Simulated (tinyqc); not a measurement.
# Bulk resistivity and mean free path from two films

Problem. In the thick-film limit single-crystal films obey rho = rho0 (1 + 3 (1 - ps) lam/(8 d)). Find rho0, lam and the product rho0 lam.

Inputs (values chosen for the exercise):

| symbol | value | unit | meaning |
|---|---|---|---|
| ps | 0.1 |  | specular share of surface scattering |

rho at d = 89 and 290 nm (uohm cm): [1.8815740, 1.7072072]

Solution. rho is a straight line in 1/d: the intercept is rho0 and the slope (3/8)(1 - ps) rho0 lam. Without ps only the product (1 - ps) lam could be found.

rho0 = 1.63 uohm cm
lam = 40.7 nm
rho0 lam = 66.3 uohm cm nm

tinyqc, about 0.01 s, one thread, Intel Xeon 2.30GHz (shared host): `OMP_NUM_THREADS=1 python tinyqc.py 2100091 2100092 out.jsonl`
